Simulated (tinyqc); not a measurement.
RHF in the sto-3g basis, for BeH2, spin multiplicity 1, step by step. One step of it, computed by the program tinyqc.

Problem. Orthogonalisation. S = U s U^T; canonical form X = U s^(-1/2), so that X^T S X = 1. Each column of U has its largest component positive (the first on a tie).

overlap S:
```
           1Be 1s    1Be 2s   1Be 2px    1Be 2py   1Be 2pz     2H 1s      3H 1s
1Be 1s   1.000000  0.259517  0.000000   0.000000  0.000000  0.086684   0.074735
1Be 2s   0.259517  1.000000  0.000000   0.000000  0.000000  0.500872   0.473354
1Be 2px  0.000000  0.000000  1.000000   0.000000  0.000000  0.000000   0.000000
1Be 2py  0.000000  0.000000  0.000000   1.000000  0.000000  0.551412  -0.534529
1Be 2pz  0.000000  0.000000  0.000000   0.000000  1.000000  0.022252   0.021283
2H 1s    0.086684  0.500872  0.000000   0.551412  0.022252  1.000000   0.045487
3H 1s    0.074735  0.473354  0.000000  -0.534529  0.021283  0.045487   1.000000
```

Give: eigenvalues of S; X.

Solution.

eigenvalues of S: 0.207  0.317  0.929  1.000  1.002  1.741  1.804

X:
```
              1       2       3      4       5       6      7
1Be 1s   -0.027  -0.295   0.958  0.000  -0.141  -0.064  0.225
1Be 2s    0.220   1.284  -0.106  0.000  -0.024  -0.139  0.484
1Be 2px   0.000   0.000   0.000  1.000   0.000   0.000  0.000
1Be 2py   1.517  -0.170  -0.008  0.000   0.001   0.524  0.144
1Be 2pz   0.009   0.052   0.153  0.000   0.987  -0.005  0.018
2H 1s    -1.246  -0.705  -0.243  0.000   0.037   0.260  0.438
3H 1s     0.965  -0.945  -0.252  0.000   0.038  -0.457  0.235
```
